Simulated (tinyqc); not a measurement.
Worked calculation: MP2 on RHF in the sto-3g basis, for H4, spin multiplicity 1. One step of it, computed by the program tinyqc.

Task: Second-order Moller-Plesset energy. E2 = sum_ijab (ia|jb) [2 (ia|jb) - (ib|ja)] / (e_i + e_j - e_a - e_b) over occupied i, j and virtual a, b; the opposite-spin part is (ia|jb)^2 / denominator, the rest is same-spin, and SCS-MP2 scales them by 6/5 and 1/3.

orbital energies (hartree): [-0.588772, -0.432411, 0.355476, 0.762248]

Two-electron integrals over orbitals (pq|rs), unique and non-zero (hartree):
```
(11|11) 0.460894    (21|11) -0.000430   (21|21) 0.185005    (22|11) 0.436298
(22|21) 0.000357    (22|22) 0.447120    (31|11) -0.057854   (31|21) -0.000176
(31|22) 0.002123    (31|31) 0.107766    (32|11) -0.000326   (32|21) 0.079622
(32|22) 0.000155    (32|31) 0.000168    (32|32) 0.112861    (33|11) 0.438323
(33|21) 0.000287    (33|22) 0.438194    (33|31) -0.010129   (33|32) 0.000110
(33|33) 0.456718    (41|11) 0.000194    (41|21) -0.029100   (41|22) -0.000041
(41|31) -0.000195   (41|32) 0.069595    (41|33) -0.000021   (41|41) 0.091057
(42|11) -0.065650   (42|21) -0.000151   (42|22) -0.012563   (42|31) 0.102879
(42|32) 0.000207    (42|33) -0.010234   (42|41) -0.000165   (42|42) 0.108594
(43|11) -0.000395   (43|21) 0.178134    (43|22) 0.000380    (43|31) -0.000157
(43|32) 0.081244    (43|33) 0.000320    (43|41) -0.026684   (43|42) -0.000151
(43|43) 0.190345    (44|11) 0.482281    (44|21) -0.000343   (44|22) 0.458998
(44|31) -0.062467   (44|32) -0.000312   (44|33) 0.471681    (44|41) 0.000186
(44|42) -0.072640   (44|43) -0.000339   (44|44) 0.530726
```

Hartree-Fock energy = -2.14412640 hartree

Give: Terms; Pair energies; MP2 correlation energy; SCS-MP2 correlation energy; MP2 total energy.

Result:

Terms:
```
i  j  a  b    (ia|jb)    (ib|ja)  denominator       term
2  2  3  3      0.113      0.113       -1.576     -0.008
2  1  4  3      0.103      0.070       -2.139     -0.007
1  2  3  4      0.103      0.070       -2.139     -0.007
1  1  3  3      0.108      0.108       -1.888     -0.006
2  2  4  4      0.109      0.109       -2.389  -4.94e-03
1  1  4  4      0.091      0.091       -2.702  -3.07e-03
2  1  3  4      0.070      0.103       -2.139  -1.18e-03
1  2  4  3      0.070      0.103       -2.139  -1.18e-03
2  2  3  4   2.07e-04   2.07e-04       -1.983  -2.17e-08
2  2  4  3   2.07e-04   2.07e-04       -1.983  -2.17e-08
1  1  4  3  -1.95e-04  -1.95e-04       -2.295  -1.65e-08
1  1  3  4  -1.95e-04  -1.95e-04       -2.295  -1.65e-08
2  1  3  3   1.68e-04   1.68e-04       -1.732  -1.64e-08
1  2  3  3   1.68e-04   1.68e-04       -1.732  -1.64e-08
1  2  4  4  -1.65e-04  -1.65e-04       -2.546  -1.07e-08
2  1  4  4  -1.65e-04  -1.65e-04       -2.546  -1.07e-08
```

Pair energies (hartree; pair i-j sums ij and ji):
```
pair  opposite spin  same spin
1-1          -0.009          0
2-1          -0.014  -1.04e-03
2-2          -0.013          0
```

MP2 correlation energy = -0.03770 hartree

SCS-MP2 correlation energy = -0.04434 hartree

MP2 total energy = -2.18183 hartree
